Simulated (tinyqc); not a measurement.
UHF in the 6-311g basis, for H2, spin multiplicity 3, step by step (part 1 of 2). Computed by tinyqc, a small Python program that keeps every step (integrals from PySCF). Settings: charge = 0, multiplicity = 3, basis = 6-311g, energy threshold = 1e-08, iteration cap = 54, orthogonalisation = symmetric, start = atomic densities, DIIS depth = 3, damping = 0.7, method = UHF. Command: `OMP_NUM_THREADS=1 python tinyqc.py 29999 30000 out.jsonl` (the two numbers bound the seeds that draw the settings). One thread of a shared host (Intel(R) Xeon(R) Processor @ 2.60GHz), about 0.1 s of CPU time with the checks. Later iterations appear only in the table of the cycle.

## One-electron integrals

Geometry (angstrom):
```
atom,x,y,z
H,0.000000,0.000000,0.000000
H,0.000000,0.000000,0.959000
```

Basis 6-311g: exponents (1/bohr^2) and contraction coefficients of normalised primitives:
```
element,l (shell),exponent,coefficient
H,s (1),33.865000,0.025494
H,s (1),5.094790,0.190373
H,s (1),1.158790,0.852161
H,s (2),0.325840,1.000000
H,s (3),0.102741,1.000000
```

Overlap, kinetic and nuclear-attraction integrals over the contracted functions; the nuclear repulsion is the sum of Za Zb / Rab.

nuclear repulsion = 0.55180105 hartree

overlap S, lower triangle:
```
,1H 1s,1H 2s,1H 3s,2H 1s,2H 2s,2H 3s
1H 1s,1.000000
1H 2s,0.706377,1.000000
1H 3s,0.373664,0.788963,1.000000
2H 1s,0.118552,0.301963,0.273637,1.000000
2H 2s,0.301963,0.585629,0.610442,0.706377,1.000000
2H 3s,0.273637,0.610442,0.844751,0.373664,0.788963,1.000000
```

kinetic energy T (hartree), lower triangle:
```
,1H 1s,1H 2s,1H 3s,2H 1s,2H 2s,2H 3s
1H 1s,2.304348
1H 2s,0.549119,0.488760
1H 3s,0.106346,0.184881,0.154112
2H 1s,-0.082243,0.101249,0.061692,2.304348
2H 2s,0.101249,0.184130,0.118583,0.549119,0.488760
2H 3s,0.061692,0.118583,0.115543,0.106346,0.184881,0.154112
```

nuclear attraction V (hartree), lower triangle:
```
,1H 1s,1H 2s,1H 3s,2H 1s,2H 2s,2H 3s
1H 1s,-2.662859
1H 2s,-1.449871,-1.441432
1H 3s,-0.720423,-0.977510,-0.927923
2H 1s,-0.258066,-0.626163,-0.535856,-2.662859
2H 2s,-0.626163,-0.903640,-0.792583,-1.449871,-1.441432
2H 3s,-0.535856,-0.792583,-0.817938,-0.720423,-0.977510,-0.927923
```

core Hamiltonian H = T + V (hartree), lower triangle:
```
,1H 1s,1H 2s,1H 3s,2H 1s,2H 2s,2H 3s
1H 1s,-0.358511
1H 2s,-0.900752,-0.952672
1H 3s,-0.614077,-0.792628,-0.773812
2H 1s,-0.340308,-0.524914,-0.474164,-0.358511
2H 2s,-0.524914,-0.719511,-0.674000,-0.900752,-0.952672
2H 3s,-0.474164,-0.674000,-0.702395,-0.614077,-0.792628,-0.773812
```

## Two-electron integrals

Functions are numbered as in S; the eight-fold symmetry (ij|kl) = (ji|kl) = (kl|ij) leaves the list below.

Two-electron integrals (ij|kl) in chemists' order, unique and non-zero (hartree):
```
i,j,k,l,(ij|kl)
1,1,1,1,1.393035
2,1,1,1,0.822971
2,1,2,1,0.509703
2,2,1,1,0.822904
2,2,2,1,0.543028
2,2,2,2,0.644106
3,1,1,1,0.411256
3,1,2,1,0.257757
3,1,2,2,0.279868
3,1,3,1,0.130794
3,2,1,1,0.543681
3,2,2,1,0.365771
3,2,2,2,0.452669
3,2,3,1,0.189803
3,2,3,2,0.325140
3,3,1,1,0.494021
3,3,2,1,0.340115
3,3,2,2,0.445993
3,3,3,1,0.178035
3,3,3,2,0.331779
3,3,3,3,0.361682
4,1,1,1,0.113166
4,1,2,1,0.073434
4,1,2,2,0.083844
4,1,3,1,0.037619
4,1,3,2,0.057797
4,1,3,3,0.055283
4,1,4,1,0.017139
4,2,1,1,0.200996
4,2,2,1,0.137605
4,2,2,2,0.174645
4,2,3,1,0.071772
4,2,3,2,0.126171
4,2,3,3,0.128903
4,2,4,1,0.035994
4,2,4,2,0.091917
4,3,1,1,0.159271
4,3,2,1,0.110281
4,3,2,2,0.144291
4,3,3,1,0.057784
4,3,3,2,0.106087
4,3,3,3,0.111540
4,3,4,1,0.029052
4,3,4,2,0.079101
4,3,4,3,0.070027
4,4,1,1,0.549946
4,4,2,1,0.385504
4,4,2,2,0.517482
4,4,3,1,0.202913
4,4,3,2,0.384058
4,4,3,3,0.407297
4,4,4,1,0.113166
4,4,4,2,0.333822
4,4,4,3,0.299195
4,4,4,4,1.393035
5,1,1,1,0.333822
5,1,2,1,0.209092
5,1,2,2,0.226732
5,1,3,1,0.106077
5,1,3,2,0.153677
5,1,3,3,0.144031
5,1,4,1,0.035994
5,1,4,2,0.069729
5,1,4,3,0.055905
5,1,4,4,0.200996
5,1,5,1,0.091917
5,2,1,1,0.419898
5,2,2,1,0.281720
5,2,2,2,0.346105
5,2,3,1,0.146030
5,2,3,2,0.247475
5,2,3,3,0.250436
5,2,4,1,0.055926
5,2,4,2,0.129705
5,2,4,3,0.110246
5,2,4,4,0.419898
5,2,5,1,0.129705
5,2,5,2,0.220904
5,3,1,1,0.339261
5,3,2,1,0.232441
5,3,2,2,0.300479
5,3,3,1,0.121432
5,3,3,2,0.221246
5,3,3,3,0.235823
5,3,4,1,0.047870
5,3,4,2,0.120667
5,3,4,3,0.106481
5,3,4,4,0.410978
5,3,5,1,0.108269
5,3,5,2,0.201246
5,3,5,3,0.194646
5,4,1,1,0.385504
5,4,2,1,0.268888
5,4,2,2,0.358038
5,4,3,1,0.141285
5,4,3,2,0.265594
5,4,3,3,0.282912
5,4,4,1,0.073434
5,4,4,2,0.209092
5,4,4,3,0.187769
5,4,4,4,0.822971
5,4,5,1,0.137605
5,4,5,2,0.281720
5,4,5,3,0.277084
5,4,5,4,0.509703
5,5,1,1,0.517482
5,5,2,1,0.358038
5,5,2,2,0.472631
5,5,3,1,0.187695
5,5,3,2,0.351539
5,5,3,3,0.380155
5,5,4,1,0.083844
5,5,4,2,0.226732
5,5,4,3,0.204314
5,5,4,4,0.822904
5,5,5,1,0.174645
5,5,5,2,0.346105
5,5,5,3,0.344628
5,5,5,4,0.543028
5,5,5,5,0.644106
6,1,1,1,0.299195
6,1,2,1,0.187769
6,1,2,2,0.204314
6,1,3,1,0.095317
6,1,3,2,0.138674
6,1,3,3,0.130211
6,1,4,1,0.029052
6,1,4,2,0.055905
6,1,4,3,0.044987
6,1,4,4,0.159271
6,1,5,1,0.079101
6,1,5,2,0.110246
6,1,5,3,0.091936
6,1,5,4,0.110281
6,1,5,5,0.144291
6,1,6,1,0.070027
6,2,1,1,0.410978
6,2,2,1,0.277084
6,2,2,2,0.344628
6,2,3,1,0.143894
6,2,3,2,0.248218
6,2,3,3,0.254481
6,2,4,1,0.047870
6,2,4,2,0.108269
6,2,4,3,0.091936
6,2,4,4,0.339261
6,2,5,1,0.120667
6,2,5,2,0.201246
6,2,5,3,0.182949
6,2,5,4,0.232441
6,2,5,5,0.300479
6,2,6,1,0.106481
6,2,6,2,0.194646
6,3,1,1,0.396418
6,3,2,1,0.273608
6,3,2,2,0.361246
6,3,3,1,0.143363
6,3,3,2,0.269972
6,3,3,3,0.297153
6,3,4,1,0.049114
6,3,4,2,0.120606
6,3,4,3,0.106373
6,3,4,4,0.396418
6,3,5,1,0.120606
6,3,5,2,0.220637
6,3,5,3,0.214640
6,3,5,4,0.273608
6,3,5,5,0.361246
6,3,6,1,0.106373
6,3,6,2,0.214640
6,3,6,3,0.258098
6,4,1,1,0.202913
6,4,2,1,0.141285
6,4,2,2,0.187695
6,4,3,1,0.074197
6,4,3,2,0.139245
6,4,3,3,0.148613
6,4,4,1,0.037619
6,4,4,2,0.106077
6,4,4,3,0.095317
6,4,4,4,0.411256
6,4,5,1,0.071772
6,4,5,2,0.146030
6,4,5,3,0.143894
6,4,5,4,0.257757
6,4,5,5,0.279868
6,4,6,1,0.057784
6,4,6,2,0.121432
6,4,6,3,0.143363
6,4,6,4,0.130794
6,5,1,1,0.384058
6,5,2,1,0.265594
6,5,2,2,0.351539
6,5,3,1,0.139245
6,5,3,2,0.262600
6,5,3,3,0.287547
6,5,4,1,0.057797
6,5,4,2,0.153677
6,5,4,3,0.138674
6,5,4,4,0.543681
6,5,5,1,0.126171
6,5,5,2,0.247475
6,5,5,3,0.248218
6,5,5,4,0.365771
6,5,5,5,0.452669
6,5,6,1,0.106087
6,5,6,2,0.221246
6,5,6,3,0.269972
6,5,6,4,0.189803
6,5,6,5,0.325140
6,6,1,1,0.407297
6,6,2,1,0.282912
6,6,2,2,0.380155
6,6,3,1,0.148613
6,6,3,2,0.287547
6,6,3,3,0.324809
6,6,4,1,0.055283
6,6,4,2,0.144031
6,6,4,3,0.130211
6,6,4,4,0.494021
6,6,5,1,0.128903
6,6,5,2,0.250436
6,6,5,3,0.254481
6,6,5,4,0.340115
6,6,5,5,0.445993
6,6,6,1,0.111540
6,6,6,2,0.235823
6,6,6,3,0.297153
6,6,6,4,0.178035
6,6,6,5,0.331779
6,6,6,6,0.361682
```

## Orthogonalisation

S = U s U^T; symmetric (Loewdin) form X = U s^(-1/2) U^T, so that X^T S X = 1.

eigenvalues of S: 0.045513  0.132225  0.259073  0.761717  1.146481  3.654990

X, lower triangle:
```
,1H 1s,1H 2s,1H 3s,2H 1s,2H 2s,2H 3s
1H 1s,1.376412
1H 2s,-0.754833,2.227085
1H 3s,0.213769,-1.067684,2.398956
2H 1s,0.044052,-0.005961,-0.041595,1.376412
2H 2s,-0.005961,-0.417374,0.284585,-0.754833,2.227085
2H 3s,-0.041595,0.284585,-1.210217,0.213769,-1.067684,2.398956
```

## Starting guess

The start is atomic minimal-basis densities projected into this basis (PySCF's MINAO start) and scaled to the electron count of each spin; this density is not idempotent, so its energy is not variational and may lie below the converged one.

D(alpha) at the start, lower triangle:
```
,1H 1s,1H 2s,1H 3s,2H 1s,2H 2s,2H 3s
1H 1s,0.095780
1H 2s,0.155672,0.253147
1H 3s,0.098400,0.159864,0.101125
2H 1s,0.001593,-0.000940,0.003448,0.095780
2H 2s,-0.000940,-0.007268,0.001979,0.155672,0.253147
2H 3s,0.003448,0.001979,0.005403,0.098400,0.159864,0.101125
```

D(beta) at the start, lower triangle:
```
,1H 1s,1H 2s,1H 3s,2H 1s,2H 2s,2H 3s
1H 1s,0.000000
1H 2s,0.000000,0.000000
1H 3s,0.000000,0.000000,0.000000
2H 1s,0.000000,0.000000,0.000000,0.000000
2H 2s,0.000000,0.000000,0.000000,0.000000,0.000000
2H 3s,0.000000,0.000000,0.000000,0.000000,0.000000,0.000000
```

## Iteration 1: building the Fock matrix

J_ij = sum D_kl (ij|kl) with D = D(alpha) + D(beta), K_ij = sum D_kl (ik|jl) for each spin; F = H + J - K(s); E = tr D H + tr D J / 2 - 0.5 sum_s tr D(s) K(s) + E_nn.

Coulomb J (hartree), lower triangle:
```
,1H 1s,1H 2s,1H 3s,2H 1s,2H 2s,2H 3s
1H 1s,1.413968
1H 2s,0.932174,1.127652
1H 3s,0.481324,0.806840,0.824003
2H 1s,0.173217,0.413916,0.358754,1.413968
2H 2s,0.413916,0.699444,0.647680,0.932174,1.127652
2H 3s,0.358754,0.647680,0.720819,0.481324,0.806840,0.824003
```

exchange K(alpha) (hartree), lower triangle:
```
,1H 1s,1H 2s,1H 3s,2H 1s,2H 2s,2H 3s
1H 1s,0.770532
1H 2s,0.740272,0.843333
1H 3s,0.523121,0.653285,0.539926
2H 1s,0.286104,0.475108,0.439003,0.770532
2H 2s,0.475108,0.671359,0.593015,0.740272,0.843333
2H 3s,0.439003,0.593015,0.516939,0.523121,0.653285,0.539926
```

exchange K(beta) (hartree), lower triangle:
```
,1H 1s,1H 2s,1H 3s,2H 1s,2H 2s,2H 3s
1H 1s,0.000000
1H 2s,0.000000,0.000000
1H 3s,0.000000,0.000000,0.000000
2H 1s,0.000000,0.000000,0.000000,0.000000
2H 2s,0.000000,0.000000,0.000000,0.000000,0.000000
2H 3s,0.000000,0.000000,0.000000,0.000000,0.000000,0.000000
```

F(alpha) (hartree), lower triangle:
```
,1H 1s,1H 2s,1H 3s,2H 1s,2H 2s,2H 3s
1H 1s,0.284924
1H 2s,-0.708850,-0.668354
1H 3s,-0.655873,-0.639074,-0.489735
2H 1s,-0.453196,-0.586106,-0.554413,0.284924
2H 2s,-0.586106,-0.691426,-0.619335,-0.708850,-0.668354
2H 3s,-0.554413,-0.619335,-0.498515,-0.655873,-0.639074,-0.489735
```

F(beta) (hartree), lower triangle:
```
,1H 1s,1H 2s,1H 3s,2H 1s,2H 2s,2H 3s
1H 1s,1.055457
1H 2s,0.031422,0.174980
1H 3s,-0.132752,0.014211,0.050191
2H 1s,-0.167091,-0.110998,-0.115410,1.055457
2H 2s,-0.110998,-0.020067,-0.026320,0.031422,0.174980
2H 3s,-0.115410,-0.026320,0.018424,-0.132752,0.014211,0.050191
```

total energy of this density = -1.20982088 hartree

This density is the starting one; it is not idempotent, so its energy is not variational and may lie below the converged one.

## Iteration 1: diagonalisation and new density

Diagonalise F' = X^T F X, C = X C', fill 2 alpha and 0 beta electrons from the bottom; D(s) = C_occ C_occ^T; the new density keeps 0.7 of the old one (damping). Each column has its largest component positive (the first on a tie).

F' = X^T F X (alpha) (hartree), lower triangle:
```
,1,2,3,4,5,6
1,1.443968
2,-1.322878,0.773449
3,-0.061174,-0.458003,0.128220
4,-0.063288,-0.205264,-0.154044,1.443968
5,-0.205264,-0.239730,-0.069079,-1.322878,0.773449
6,-0.154044,-0.069079,-0.166896,-0.061174,-0.458003,0.128220
```

orbital energies (alpha) (hartree): MO1 -0.959178, MO2 -0.069572, MO3 0.283215, MO4 0.433468, MO5 2.451654, MO6 2.551686

coefficients C (alpha):
```
,MO1,MO2,MO3,MO4,MO5,MO6
1H 1s,0.192362,0.167556,-0.051551,-0.099632,-1.078239,-1.128461
1H 2s,0.334479,0.442801,-0.763431,-1.234128,1.723994,1.240504
1H 3s,0.109227,0.974158,0.883771,2.294951,-1.115438,-0.484780
2H 1s,0.192362,-0.167556,-0.051551,0.099632,1.078239,-1.128461
2H 2s,0.334479,-0.442801,-0.763431,1.234128,-1.723994,1.240504
2H 3s,0.109227,-0.974158,0.883771,-2.294951,1.115438,-0.484780
```

F' = X^T F X (beta) (hartree), lower triangle:
```
,1,2,3,4,5,6
1,1.954071
2,-1.034016,1.119984
3,0.079790,-0.289831,0.242470
4,-0.016122,-0.101613,-0.071057,1.954071
5,-0.101613,-0.098620,0.042266,-1.034016,1.119984
6,-0.071057,0.042266,-0.081757,0.079790,-0.289831,0.242470
```

orbital energies (beta) (hartree): MO1 -0.002785, MO2 0.192310, MO3 0.410163, MO4 0.679015, MO5 2.641699, MO6 2.712647

coefficients C (beta):
```
,MO1,MO2,MO3,MO4,MO5,MO6
1H 1s,0.118961,0.075145,0.061135,-0.077019,-1.090423,-1.138067
1H 2s,0.078249,-0.144642,0.893938,-1.435615,1.615360,1.195117
1H 3s,0.406089,1.907676,-0.807131,1.661964,-1.028898,-0.460028
2H 1s,0.118961,-0.075145,0.061135,0.077019,1.090423,-1.138067
2H 2s,0.078249,0.144642,0.893938,1.435615,-1.615360,1.195117
2H 3s,0.406089,-1.907676,-0.807131,-1.661964,1.028898,-0.460028
```

D(alpha) after iteration 1, lower triangle:
```
,1H 1s,1H 2s,1H 3s,2H 1s,2H 2s,2H 3s
1H 1s,0.086569
1H 2s,0.150531,0.269587
1H 3s,0.124151,0.252272,0.359062
2H 1s,0.003794,-0.003614,-0.040251,0.086569
2H 2s,-0.003614,-0.030347,-0.117062,0.150531,0.269587
2H 3s,-0.040251,-0.117062,-0.277334,0.124151,0.252272,0.359062
```

D(beta) after iteration 1, lower triangle:
```
,1H 1s,1H 2s,1H 3s,2H 1s,2H 2s,2H 3s
1H 1s,0.000000
1H 2s,0.000000,0.000000
1H 3s,0.000000,0.000000,0.000000
2H 1s,0.000000,0.000000,0.000000,0.000000
2H 2s,0.000000,0.000000,0.000000,0.000000,0.000000
2H 3s,0.000000,0.000000,0.000000,0.000000,0.000000,0.000000
```

## Iteration 2: building the Fock matrix

As before.

Coulomb J (hartree), lower triangle:
```
,1H 1s,1H 2s,1H 3s,2H 1s,2H 2s,2H 3s
1H 1s,1.376664
1H 2s,0.909182,1.104123
1H 3s,0.469733,0.791853,0.812565
2H 1s,0.167601,0.402107,0.349550,1.376664
2H 2s,0.402107,0.681807,0.634119,0.909182,1.104123
2H 3s,0.349550,0.634119,0.709617,0.469733,0.791853,0.812565
```

exchange K(alpha) (hartree), lower triangle:
```
,1H 1s,1H 2s,1H 3s,2H 1s,2H 2s,2H 3s
1H 1s,0.730710
1H 2s,0.698550,0.790053
1H 3s,0.488111,0.605565,0.497169
2H 1s,0.249579,0.422269,0.394629,0.730710
2H 2s,0.422269,0.599743,0.533422,0.698550,0.790053
2H 3s,0.394629,0.533422,0.466837,0.488111,0.605565,0.497169
```

exchange K(beta) (hartree), lower triangle:
```
,1H 1s,1H 2s,1H 3s,2H 1s,2H 2s,2H 3s
1H 1s,0.000000
1H 2s,0.000000,0.000000
1H 3s,0.000000,0.000000,0.000000
2H 1s,0.000000,0.000000,0.000000,0.000000
2H 2s,0.000000,0.000000,0.000000,0.000000,0.000000
2H 3s,0.000000,0.000000,0.000000,0.000000,0.000000,0.000000
```

F(alpha) (hartree), lower triangle:
```
,1H 1s,1H 2s,1H 3s,2H 1s,2H 2s,2H 3s
1H 1s,0.287443
1H 2s,-0.690120,-0.638602
1H 3s,-0.632454,-0.606340,-0.458416
2H 1s,-0.422287,-0.545075,-0.519243,0.287443
2H 2s,-0.545075,-0.637447,-0.573304,-0.690120,-0.638602
2H 3s,-0.519243,-0.573304,-0.459615,-0.632454,-0.606340,-0.458416
```

F(beta) (hartree), lower triangle:
```
,1H 1s,1H 2s,1H 3s,2H 1s,2H 2s,2H 3s
1H 1s,1.018153
1H 2s,0.008430,0.151451
1H 3s,-0.144344,-0.000775,0.038753
2H 1s,-0.172708,-0.122807,-0.124614,1.018153
2H 2s,-0.122807,-0.037703,-0.039882,0.008430,0.151451
2H 3s,-0.124614,-0.039882,0.007222,-0.144344,-0.000775,0.038753
```

total energy of this density = -1.07981292 hartree

This density is a damped mixture and is not idempotent, and it still holds part of the atomic start, so its energy may lie below the converged one.

## Iteration 2: DIIS over 2 matrices

error matrix X^T (FDS - SDF) X (alpha):
```
,1,2,3,4,5,6
1,0.000000,0.028687,-0.020988,0.000000,-0.070970,-0.071542
2,-0.028687,0.000000,-0.040252,0.070970,0.000000,-0.039613
3,0.020988,0.040252,0.000000,0.071542,0.039613,0.000000
4,0.000000,-0.070970,-0.071542,0.000000,0.028687,-0.020988
5,0.070970,0.000000,-0.039613,-0.028687,0.000000,-0.040252
6,0.071542,0.039613,0.000000,0.020988,0.040252,0.000000
```

B (overlaps of the stored error matrices):
```
,1,2
1,1.1627451e-01,8.2390499e-02
2,8.2390499e-02,5.8431694e-02
```

Minimise |sum c_i e_i|^2 with sum c_i = 1: solve [B -1; -1 0][c; lambda] = [0; -1] with B_ij = tr e_i^T e_j summed over both spins, and take F = sum c_i F_i.

DIIS coefficients: -2.413936  3.413936

extrapolated F(alpha) (hartree), lower triangle:
```
,1H 1s,1H 2s,1H 3s,2H 1s,2H 2s,2H 3s
1H 1s,0.293524
1H 2s,-0.644908,-0.566783
1H 3s,-0.575923,-0.527323,-0.382814
2H 1s,-0.347676,-0.446029,-0.434347,0.293524
2H 2s,-0.446029,-0.507145,-0.462187,-0.644908,-0.566783
2H 3s,-0.434347,-0.462187,-0.365715,-0.575923,-0.527323,-0.382814
```

extrapolated F(beta) (hartree), lower triangle:
```
,1H 1s,1H 2s,1H 3s,2H 1s,2H 2s,2H 3s
1H 1s,0.928105
1H 2s,-0.047072,0.094656
1H 3s,-0.172324,-0.036951,0.011143
2H 1s,-0.186265,-0.151312,-0.146833,0.928105
2H 2s,-0.151312,-0.080277,-0.072618,-0.047072,0.094656
2H 3s,-0.146833,-0.072618,-0.019819,-0.172324,-0.036951,0.011143
```

## Iteration 2: diagonalisation and new density

As before.

F' = X^T F X (alpha) (hartree), lower triangle:
```
,1,2,3,4,5,6
1,1.399528
2,-1.297660,0.737710
3,-0.055256,-0.460253,0.113595
4,-0.029599,-0.141851,-0.102129,1.399528
5,-0.141851,-0.140372,0.010598,-1.297660,0.737710
6,-0.102129,0.010598,-0.108618,-0.055256,-0.460253,0.113595
```

orbital energies (alpha) (hartree): MO1 -0.772563, MO2 -0.283903, MO3 0.261545, MO4 0.420662, MO5 2.392664, MO6 2.483261

coefficients C (alpha):
```
,MO1,MO2,MO3,MO4,MO5,MO6
1H 1s,0.194555,0.163069,-0.053769,-0.101451,-1.078757,-1.127981
1H 2s,0.340736,0.469497,-0.755146,-1.221088,1.726215,1.243867
1H 3s,0.100557,0.935690,0.883043,2.304064,-1.129495,-0.487973
2H 1s,0.194555,-0.163069,-0.053769,0.101451,1.078757,-1.127981
2H 2s,0.340736,-0.469497,-0.755146,1.221088,-1.726215,1.243867
2H 3s,0.100557,-0.935690,0.883043,-2.304064,1.129495,-0.487973
```

F' = X^T F X (beta) (hartree), lower triangle:
```
,1,2,3,4,5,6
1,1.822795
2,-1.039984,1.066505
3,0.072250,-0.295601,0.237072
4,-0.016534,-0.107725,-0.071880,1.822795
5,-0.107725,-0.118810,0.034889,-1.039984,1.066505
6,-0.071880,0.034889,-0.091676,0.072250,-0.295601,0.237072
```

orbital energies (beta) (hartree): MO1 -0.069779, MO2 0.185281, MO3 0.357729, MO4 0.624474, MO5 2.543638, MO6 2.611401

coefficients C (beta):
```
,MO1,MO2,MO3,MO4,MO5,MO6
1H 1s,0.132728,0.086401,0.061509,-0.097415,-1.087955,-1.136523
1H 2s,0.166367,-0.073762,0.865810,-1.404401,1.647276,1.206751
1H 3s,0.319442,1.817386,-0.840822,1.743443,-1.057119,-0.467941
2H 1s,0.132728,-0.086401,0.061509,0.097415,1.087955,-1.136523
2H 2s,0.166367,0.073762,0.865810,1.404401,-1.647276,1.206751
2H 3s,0.319442,-1.817386,-0.840822,-1.743443,1.057119,-0.467941
```

D(alpha) after iteration 2, lower triangle:
```
,1H 1s,1H 2s,1H 3s,2H 1s,2H 2s,2H 3s
1H 1s,0.079931
1H 2s,0.148228,0.289670
1H 3s,0.138549,0.318661,0.517032
2H 1s,0.006034,-0.005611,-0.068081,0.079931
2H 2s,-0.005611,-0.052541,-0.203456,0.148228,0.289670
2H 3s,-0.068081,-0.203456,-0.453755,0.138549,0.318661,0.517032
```

D(beta) after iteration 2, lower triangle:
```
,1H 1s,1H 2s,1H 3s,2H 1s,2H 2s,2H 3s
1H 1s,0.000000
1H 2s,0.000000,0.000000
1H 3s,0.000000,0.000000,0.000000
2H 1s,0.000000,0.000000,0.000000,0.000000
2H 2s,0.000000,0.000000,0.000000,0.000000,0.000000
2H 3s,0.000000,0.000000,0.000000,0.000000,0.000000,0.000000
```

## Iteration 3: building the Fock matrix

As before.

Coulomb J (hartree), lower triangle:
```
,1H 1s,1H 2s,1H 3s,2H 1s,2H 2s,2H 3s
1H 1s,1.353077
1H 2s,0.894681,1.089331
1H 3s,0.462426,0.782444,0.805406
2H 1s,0.163971,0.394547,0.343710,1.353077
2H 2s,0.394547,0.670530,0.625520,0.894681,1.089331
2H 3s,0.343710,0.625520,0.702554,0.462426,0.782444,0.805406
```

exchange K(alpha) (hartree), lower triangle:
```
,1H 1s,1H 2s,1H 3s,2H 1s,2H 2s,2H 3s
1H 1s,0.705053
1H 2s,0.671060,0.754015
1H 3s,0.464191,0.572302,0.466657
2H 1s,0.224501,0.385902,0.363961,0.705053
2H 2s,0.385902,0.550102,0.491757,0.671060,0.754015
2H 3s,0.363961,0.491757,0.431290,0.464191,0.572302,0.466657
```

exchange K(beta) (hartree), lower triangle:
```
,1H 1s,1H 2s,1H 3s,2H 1s,2H 2s,2H 3s
1H 1s,0.000000
1H 2s,0.000000,0.000000
1H 3s,0.000000,0.000000,0.000000
2H 1s,0.000000,0.000000,0.000000,0.000000
2H 2s,0.000000,0.000000,0.000000,0.000000,0.000000
2H 3s,0.000000,0.000000,0.000000,0.000000,0.000000,0.000000
```

F(alpha) (hartree), lower triangle:
```
,1H 1s,1H 2s,1H 3s,2H 1s,2H 2s,2H 3s
1H 1s,0.289514
1H 2s,-0.677131,-0.617356
1H 3s,-0.615841,-0.582486,-0.435063
2H 1s,-0.400838,-0.516269,-0.494415,0.289514
2H 2s,-0.516269,-0.599083,-0.540237,-0.677131,-0.617356
2H 3s,-0.494415,-0.540237,-0.431131,-0.615841,-0.582486,-0.435063
```

F(beta) (hartree), lower triangle:
```
,1H 1s,1H 2s,1H 3s,2H 1s,2H 2s,2H 3s
1H 1s,0.994566
1H 2s,-0.006071,0.136659
1H 3s,-0.151650,-0.010184,0.031594
2H 1s,-0.176338,-0.130367,-0.130454,0.994566
2H 2s,-0.130367,-0.048980,-0.048480,-0.006071,0.136659
2H 3s,-0.130454,-0.048480,0.000159,-0.151650,-0.010184,0.031594
```

total energy of this density = -1.00169516 hartree

This density is a damped mixture and is not idempotent, and it still holds part of the atomic start, so its energy may lie below the converged one.
